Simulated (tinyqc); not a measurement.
Inside a calculation. Method: RKS/BP86 in the 6-31g basis, for He, spin multiplicity 1. One step of it, computed by the program tinyqc.

Task: Iteration 2: diagonalisation and new density. Diagonalise F' = X^T F X, C = X C', fill 1 alpha and 1 beta electrons from the bottom; D = 2 C_occ C_occ^T; the new density keeps 0.7 of the old one (damping). Each column has its largest component positive (the first on a tie).

extrapolated F (hartree):
```
           1He 1s     1He 2s
1He 1s  -0.461540  -0.740741
1He 2s  -0.740741  -0.330468
```

X:
```
           1He 1s     1He 2s
1He 1s   1.217774  -0.435508
1He 2s  -0.435508   1.217774
```

D after iteration 1:
```
           1He 1s     1He 2s
1He 1s   1.960861  -0.279796
1He 2s  -0.279796   0.394003
```

overlap S:
```
          1He 1s    1He 2s
1He 1s  1.000000  0.634148
1He 2s  0.634148  1.000000
```

Give: F' = X^T F X; orbital energies; coefficients C; D after iteration 2.

Result:

F' = X^T F X (hartree):
```
        1       2
1   0.039  -0.819
2  -0.819   0.208
```

orbital energies (hartree): MO1 -0.700, MO2 0.947

coefficients C:
```
          MO1     MO2
1He 1s  0.613  -1.139
1He 2s  0.492   1.196
```

D after iteration 2:
```
        1He 1s  1He 2s
1He 1s   1.598  -0.015
1He 2s  -0.015   0.421
```
